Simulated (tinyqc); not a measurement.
Trap density from swing and capacitance.

Problem. In an MOS structure at one bias the subthreshold swing is S = Vt ln 10 (1 + (Cd + q Dit)/Cox) and 1/C_HF = 1/Cox + 1/Cd, Cox = 3.9 eps0/EOT. Find Cd and Dit.

Inputs (values chosen for the exercise):
- T = 200 K (temperature)
- EOT = 3.2 nm (equivalent oxide thickness)

Constants: q = 1.602176634e-19 C, kB = 1.380649e-23 J/K, Vt = kB T/q, eps0 = 8.8541878128e-14 F/cm where lengths are in cm. Results are converted to the units shown.

S = 46.255682 mV/decade
C_HF = 45.762422 nF/cm^2

Answer. C_HF gives Cd, and the swing gives Cd + q Dit.

Cd = 47.79 nF/cm^2
Dit = 8.170e11 cm^-2 eV^-1

tinyqc, about 0.01 s, one thread, Intel Xeon 2.30GHz (shared host): `OMP_NUM_THREADS=1 python tinyqc.py 2030043 2030044 out.jsonl`
